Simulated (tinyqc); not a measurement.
Orbital energy against energy difference: ionisation energy by orbital energies and by energy differences in the 6-31g basis, for BeH2, spin multiplicity 1. Computed by the program tinyqc with PySCF. The cation is unrestricted; errors are against CCSD(T) in this basis, not against experiment.

Geometry (angstrom):
```
atom       x        y       z
Be    0.0000   0.0000  0.0000
H     0.0000   1.2680  0.0390
H     0.0000  -1.2680  0.0390
```

CCSD(T) difference in the same basis = 11.8077 eV

IP-EOM-CCSD = 11.8427 eV

First vertical ionisation energy (eV):
```
method     -e(HOMO)  E(cation) - E  error of -e(HOMO)  error of the difference
HF          12.4017      11.616899             0.5940                  -0.1908
LDA          7.5086      11.874963            -4.2991                   0.0673
PBE          7.5327      11.897184            -4.2750                   0.0895
B3LYP        8.7458      12.151710            -3.0619                   0.3440
PBE0         8.9357      12.083350            -2.8719                   0.2757
CAM-B3LYP   10.4435      12.245367            -1.3642                   0.4377
LC-wPBE     11.9257      12.397454             0.1180                   0.5898
```

What does the comparison show, and why?

Koopmans errs by +0.59 eV and Delta-HF by -0.19 eV: relaxation, 0.78 eV, lowers the value and the missing correlation difference works against it. The PBE level is off by -4.3 eV through the wrong tail of its potential, though its energy difference is off by +0.09 eV; exact exchange deepens the level, and among the orbital energies LC-wPBE comes closest; among the differences LDA does.
